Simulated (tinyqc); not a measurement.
Global model of a low-pressure process discharge: electron temperature, density, ion flux and ion energy: one step, computed by the program tinyqc.

Maxwellian electrons with temperature T_e in eV, one positive ion, no negative ions, uniform bulk density n; rate constants have the Arrhenius form.

Question. Energy per pair and density. E_c = E_iz + (X0 exp(-E_ex/T_e) E_ex + K_el (3 m_0/M) T_e)/K_iz; wall potential V_s = (T_e/2) ln(M/(2 pi m_0)); E_T = E_c + 2 T_e + T_e/2 + V_s; n = P/(e u_B A_eff E_T); ion current density J = e h_L n u_B; ionised share n/n_g.

Inputs (values chosen for the exercise, of the order of those of an inductive discharge in a simple atomic gas):

| quantity | value | unit |
|---|---|---|
| ion mass M | 19 | u |
| ionisation energy E_iz | 13.3 | eV |
| excitation prefactor X0 | 3.8e-14 | m^3/s |
| excitation energy E_ex | 8.18 | eV |
| elastic rate constant K_el | 5e-14 | m^3/s |
| gas temperature T_g | 300 | K |
| absorbed power P | 190 | W |

T_e = 2.977331 eV

K_iz = 7.232837e-16 m^3/s

Bohm velocity u_B = 3888.368 m/s

A_eff = 388.9528 cm^2

h_L = 0.3353132

gas density n_g = 5.794376e+19 1/m^3

Constants: m_0 = 9.1093837015e-31 kg; u = 1.6605390666e-27 kg; e = 1.602176634e-19 C.

Give: collisional loss per pair E_c; wall potential V_s; E_T; plasma density n; ion current density J; ionised share.

Answer.

collisional loss per pair E_c = 40.86 eV

wall potential V_s = 12.82 V

E_T = 61.13 eV

plasma density n = 1.283e+11 1/cm^3

ion current density J = 2.679 mA/cm^2

ionised share = 0.002214

Collisions take 67 % of the power and the walls the rest. T_e came from the particle balance alone; the power sets only n.
